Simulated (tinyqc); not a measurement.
Decay of LO phonons and the hot-phonon bottleneck in the cooling of electrons: one step, computed by the program tinyqc.

n(E, T) = 1/(exp(E/(k_B T)) - 1) is the Bose occupation. Electrons have a temperature T_e; the LO modes within their reach share one occupation N; the decay products stay at the lattice temperature.

Question. Electron and phonon temperatures in closed form. Net emission per electron: [(N + 1) x - N]/tau_sp with x = exp(-hbar omega/(k_B T_e)), a simple two-level balance; steady state of the modes: n [(N + 1) x - N]/tau_sp = N_m (N - N_0)/tau; power per electron P = hbar omega [(N + 1) x - N]/tau_sp. With p = P tau_sp/(hbar omega): N = N_0 + r p and x = (p + N)/(N + 1); without hot phonons N = N_0. The mode temperature T_LO solves n(hbar omega, T_LO) = N.

Inputs (values chosen for the exercise, modelled on silicon carbide): LO energy hbar omega = 121 meV; lattice temperature T = 250 K; power supplied per electron P = 4.4 nW.

Decay channel: two unequal phonons (Ridley).

emission time tau_sp = 7.675081 fs

equilibrium LO occupation N_0 = 0.003650310

bottleneck ratio r = 143.7119

Constants: e = 1.602176634e-19 C; k_B = 8.617333262e-05 eV/K.

Give: reduced power p; LO occupation N; electron temperature T_e; T_e without hot phonons; mode temperature T_LO.

Answer.

reduced power p = 0.001742

LO occupation N = 0.2540

electron temperature T_e = 883.1 K

T_e without hot phonons = 268.7 K

mode temperature T_LO = 879.4 K
